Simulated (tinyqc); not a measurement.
Worked calculation: Rayleigh-quotient iteration on a symmetric matrix. Computed by tinyqc, a small Python program that keeps every step. Settings: method = rayleigh, shift = -0.14. Command: `OMP_NUM_THREADS=1 python tinyqc.py 26122 26123 out.jsonl` (the two numbers bound the seeds that draw the settings). One thread of a shared host (Intel(R) Xeon(R) Processor @ 2.60GHz), about 0.01 s of CPU time with the checks.

## Step 1

A:
```
          1        2         3
1   0.41600  0.09900  -1.15300
2   0.09900  1.40500   0.18700
3  -1.15300  0.18700   1.59000
```

vector v at the start: 0.57735  0.57735  0.57735

shift = -0.14000

solve (A - shift) w = v; v' = w/|w| with its largest component positive (the first on a tie); lambda = v'^T A v'; the next shift is lambda.

vector after step 1: 0.83984  -0.20163  0.50400

Rayleigh quotient after step 1 = -0.29319

## Step 2

As before.

vector after step 2: 0.84553  -0.10491  0.52352

Rayleigh quotient after step 2 = -0.31021

## Course of the iteration

Stop when the residual |A v - lambda v| is below 1e-9.

Steps:
```
step      lambda  residual
1     -0.2931948  1.75e-01
2     -0.3102125  1.69e-03
3     -0.3102142  1.56e-09
4     -0.3102142  1.97e-16
```

all eigenvalues, for comparison: -0.31021  1.41139  2.30982

Converged in 4 steps.
